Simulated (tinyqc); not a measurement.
Global model of a low-pressure process discharge: electron temperature, density, ion flux and ion energy: one step, computed by the program tinyqc. Command: `OMP_NUM_THREADS=1 python tinyqc.py 3112942 3112943 out.jsonl plasma walk`. One thread of a shared host (Intel(R) Xeon(R) Processor @ 2.30GHz), about 0.01 s of CPU time with the checks.

Maxwellian electrons with temperature T_e in eV, one positive ion, no negative ions, uniform bulk density n; rate constants have the Arrhenius form.

Task: Biased electrode. All bias power goes to ions: V_b = P_b/(J pi r^2). Debye length at the sheath edge lambda_D = sqrt(eps_0 T_e/(e h_L n)); Child-law sheath s = (sqrt2/3) lambda_D (2 V/T_e)^(3/4), V = V_b + V_s; ion transit time tau_i = 3 s sqrt(M/(2 e V)); collisions in the sheath s/lambda_i.

Inputs (values chosen for the exercise, of the order of those of an inductive discharge in a simple atomic gas):

| quantity | value | unit |
|---|---|---|
| ion mass M | 35.5 | u |
| gas temperature T_g | 500 | K |
| radius R | 10 | cm |
| height L | 12 | cm |
| bias power P_b | 10 | W |
| radius of the biased electrode | 7.5 | cm |
| bias frequency | 0.4 | MHz |

ion current density J = 6.008419 mA/cm^2

T_e = 2.221715 eV

h_L = 0.1184481

plasma density n = 1.288430e+12 1/cm^3

wall potential V_s = 10.26414 V

ion mean free path = 0.1206861 cm

Constants: eps_0 = 8.8541878128e-12 F/m; e = 1.602176634e-19 C; u = 1.6605390666e-27 kg.

Give: bias voltage V_b; lambda_D; sheath width s; ion transit time; transit time over bias period; s/lambda_i.

Result:

bias voltage V_b = 9.418 V

lambda_D = 28.36 micrometre

sheath width s = 0.1155 mm

ion transit time = 33.49 ns

transit time over bias period = 0.01340

s/lambda_i = 0.09568

Ions cross within a small part of a period and sample the instantaneous voltage: a broad, two-peaked energy distribution. The sheath is nearly free of collisions. Caution: at so short an ion path the formulas for h_L and h_R give way to the ambipolar-diffusion limit.
